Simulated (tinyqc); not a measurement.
# Tunnelling through a two-layer gate stack, WKB transmission and Tsu-Esaki current: several studies

Electrons leave the emitter at x = 0. Energies E (motion across the layers) are in eV from the emitter Fermi level; the collector Fermi level lies at -V and offers states at every E. No charge in the dielectric and no image force: F1 = V/(t1 + t2 eps1/eps2), F2 = F1 eps1/eps2; U = phi1 - F1 x in layer 1 and phi2 - F1 t1 - F2 (x - t1) in layer 2. With C = hbar^2/(2 m0), kappa = sqrt(m (U - E)/C) where U > E and 0 elsewhere; T(E) = exp(-S), S = 2 times the integral of kappa over x.

Values chosen for this exercise; layer 1 close to silicon dioxide, layer 2 close to zirconium oxide: temperature T = 350 K; Fermi energy of the emitter above its band bottom Ef = 0.11 eV; emitter mass in the supply function me = 0.56 m0; barrier of layer 1 above the emitter Fermi level at zero bias phi1 = 2.95 eV; tunnelling mass of layer 1 m1 = 0.48 m0; thickness of layer 1 t1 = 0.7 nm; relative permittivity of layer 1 eps1 = 3.86; barrier of layer 2 at zero bias phi2 = 1.39 eV; tunnelling mass of layer 2 m2 = 0.24 m0; thickness of layer 2 t2 = 1.3 nm; relative permittivity of layer 2 eps2 = 26.2; voltage across the dielectric V = 1.3 V.

Constants: q = 1.602176634e-19 C, kB = 1.380649e-23 J/K, hbar = 1.054571817e-34 J s, m0 = 9.1093837015e-31 kg, Vt = kB T/q, hbar^2/(2 m0) = 0.0380998212 eV nm^2. Results are converted to the units shown.

Each table varies one quantity; the others keep the values above.

## Effect of the barrier height

Each layer adds (2/F) sqrt(m/C) [G(u at its left edge) - G(u at its right edge)] to S, with u = U - E (0 where negative) and G(u) = (2/3) u^1.5. J = J0 times the integral of T(E) N(E) dE, N = ln[(1 + exp(-E/Vt))/(1 + exp((-E - V)/Vt))], J0 = q^2 me m0 kB T/(2 pi^2 hbar^3) (times 1e-4 for A/cm^2 per eV), from E = -Ef to far above the barrier (T = 1 there), by quadrature converged to the digits shown.

Results:

| phi1 (eV) | S at E = 0 | T(E = 0) | J (A/cm^2) | mean E of the current (eV) |
|---|---|---|---|---|
| 1.5 | 7.961 | 3.490e-4 | 1.562e4 | -0.03358 |
| 1.77 | 8.613 | 1.818e-4 | 8216 | -0.03480 |
| 2.04 | 9.192 | 1.019e-4 | 4638 | -0.03560 |
| 2.31 | 9.719 | 6.016e-5 | 2754 | -0.03619 |
| 2.59 | 10.22 | 3.633e-5 | 1671 | -0.03665 |
| 2.86 | 10.68 | 2.307e-5 | 1065 | -0.03701 |
| 3.4 | 11.51 | 1.002e-5 | 465.3 | -0.03756 |

Estimate the missing row, phi1 = 3.13 eV.

Computed row:

| phi1 (eV) | S at E = 0 | T(E = 0) | J (A/cm^2) | mean E of the current (eV) |
|---|---|---|---|---|
| 3.13 | 11.11 | 1.504e-5 | 696.4 | -0.03731 |

With this row back in the table: J falls from 15600 to 465 A/cm^2, on average 0.803 decades for each eV, while S rises from 7.96 to 11.5. In every row the field exceeds 10 MV/cm (up to 14.6), more than most dielectrics sustain; the model ignores breakdown. In every row a layer is thinner than 0.8 nm, a few atomic planes, where an effective mass is a rough description.

## Effect of the tunnelling mass m1

Same model as above.

Effect of the tunnelling mass m1:

| m1 (m0) | S at E = 0 | T(E = 0) | J (A/cm^2) | mean E of the current (eV) |
|---|---|---|---|---|
| 0.12 | 6.949 | 9.599e-4 | 4.573e4 | -0.03974 |
| 0.15 | 7.406 | 6.077e-4 | 2.884e4 | -0.03943 |
| 0.2 | 8.076 | 3.110e-4 | 1.468e4 | -0.03899 |
| 0.25 | 8.666 | 1.723e-4 | 8098 | -0.03860 |
| 0.31 | 9.301 | 9.133e-5 | 4271 | -0.03817 |
| 0.4 | 10.15 | 3.918e-5 | 1820 | -0.03759 |
| 0.5 | 10.98 | 1.700e-5 | 785.0 | -0.03701 |
| 0.63 | 11.95 | 6.455e-6 | 295.8 | -0.03633 |

J falls from 45700 to 296 A/cm^2. S goes as m1^(0.33): only one of the two layers feels this mass, so the power is below 0.5. In every row the field exceeds 10 MV/cm (up to 14.6), more than most dielectrics sustain; the model ignores breakdown. In every row a layer is thinner than 0.8 nm, a few atomic planes, where an effective mass is a rough description.

## Current against voltage

Same model as above.

Result of one run:

| V (V) | S at E = 0 | T(E = 0) | J (A/cm^2) | mean E of the current (eV) |
|---|---|---|---|---|
| 2.21 | 7.117 | 8.111e-4 | 5.008e4 | -0.05525 |

What becomes of these results when the voltage across the dielectric V is changed from 2.21 to 0.77 V, all else the same?

Result of the changed run:

| V (V) | S at E = 0 | T(E = 0) | J (A/cm^2) | mean E of the current (eV) |
|---|---|---|---|---|
| 0.77 | 13.55 | 1.306e-6 | 67.19 | -0.04728 |

The whole series:

| V (V) | S at E = 0 | T(E = 0) | J (A/cm^2) | mean E of the current (eV) |
|---|---|---|---|---|
| 0.2 | 15.60 | 1.674e-7 | 8.958 | -0.04946 |
| 0.49 | 14.62 | 4.480e-7 | 23.65 | -0.04866 |
| 0.77 | 13.55 | 1.306e-6 | 67.19 | -0.04728 |
| 1.06 | 12.24 | 4.850e-6 | 239.0 | -0.04454 |
| 1.35 | 10.44 | 2.928e-5 | 1323 | -0.03368 |
| 1.64 | 7.926 | 3.614e-4 | 1.582e4 | -0.04124 |
| 1.92 | 7.327 | 6.574e-4 | 4.072e4 | -0.05536 |
| 2.21 | 7.117 | 8.111e-4 | 5.008e4 | -0.05525 |
| 2.5 | 6.896 | 0.001012 | 6.223e4 | -0.05511 |

J rises from 8.96 to 62200 A/cm^2, by 1.45 decades a volt between the first two rows and 0.325 between the last two. From V = 1.64 V on (among the rows) a band edge falls below the emitter Fermi level, so electrons at E = 0 no longer cross the full thickness. In 6 of the 9 rows the field exceeds 10 MV/cm (up to 28.0), more than most dielectrics sustain; the model ignores breakdown. In every row a layer is thinner than 0.8 nm, a few atomic planes, where an effective mass is a rough description.

Program tinyqc, `OMP_NUM_THREADS=1 python tinyqc.py 2540015 2540016 out.jsonl`; Intel Xeon 2.30GHz, shared host, one thread, about 0.04 s.
